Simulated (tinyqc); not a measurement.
Electroplating on a thin resistive seed layer: kinetics, Wagner number and the terminal effect across a wafer: one step, computed by the program tinyqc. Command: `OMP_NUM_THREADS=1 python tinyqc.py 3120031 3120032 out.jsonl terminal walk`. One thread of a shared host (Intel(R) Xeon(R) Processor @ 2.30GHz), about 0.02 s of CPU time with the checks.

Current enters the seed at the rim. The bath is treated as a local resistance per area (no lateral flow in the liquid), two electrons per ion, molar volume 7.11 cm^3/mol, Faraday constant F = e N_A, kinematic viscosity 0.01 cm^2/s, omega = 2 pi x rpm/60; k_B T/e is in volts.

Question. Linear estimate of the terminal effect. Linearised: with R_t = kinetic + bath resistance the current density obeys (1/r)(r i')' = i R_s/R_t, so i = A I_0(r/l), l = sqrt(R_t/R_s); with x = R/l, edge/centre = I_0(x) and edge/mean = x I_0(x)/(2 I_1(x)). Voltage drop in the seed for a uniform current: i R_s R^2/4.

Inputs (values chosen for the exercise, of the order of those for copper plating on a thin cobalt or ruthenium seed): wafer radius R = 15 cm; mean current density = 22 mA/cm^2; temperature T = 298 K.

kinetic resistance = 1.742175 ohm cm^2

bath resistance R_b = 130.4348 ohm cm^2

sheet resistance R_s = 0.9473684 ohm/square

Give: length l; x = R/l; edge over centre, linear; edge over mean, linear; drop for uniform current.

Answer.

length l = 11.812 cm

x = R/l = 1.2699

edge over centre, linear = 1.4457

edge over mean, linear = 1.1893

drop for uniform current = 1172.4 mV
